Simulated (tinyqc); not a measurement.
## Doping from resistivity

Problem. A uniform, uncompensated and fully ionised sample has rho = 1/(q N mu), mu = m1 + (m2 (T/300 K)^(-bt) - m1)/(1 + (N/Nr)^am). Find N, mu and the diffusion coefficient mu Vt.

Parameters, values chosen for the exercise:
```
symbol    value        unit                                 meaning
T           350           K                             temperature
m1         54.1  cm^2/(V s)           mobility limit at high doping
m2         1400  cm^2/(V s)  mobility limit at low doping, at 300 K
Nr      9.31e16       cm^-3    reference doping of the mobility law
am        0.699                        exponent of the mobility law
bt          1.9                          temperature exponent of m2
```

Constants: q = 1.602176634e-19 C, kB = 1.380649e-23 J/K, Vt = kB T/q. Results are converted to the units shown.

resistivity = 0.026512666 ohm cm

Solution. With am below 1 the product N mu rises steadily with N, so one doping matches; it is found by iterating N = 1/(q rho mu(N)).

N = 1.20e18 cm^-3
mu = 196 cm^2/(V s)
diffusion coefficient = 5.92 cm^2/s

Program tinyqc, `OMP_NUM_THREADS=1 python tinyqc.py 2110164 2110165 out.jsonl`; Intel Xeon 2.30GHz, shared host, one thread, about 0.01 s.
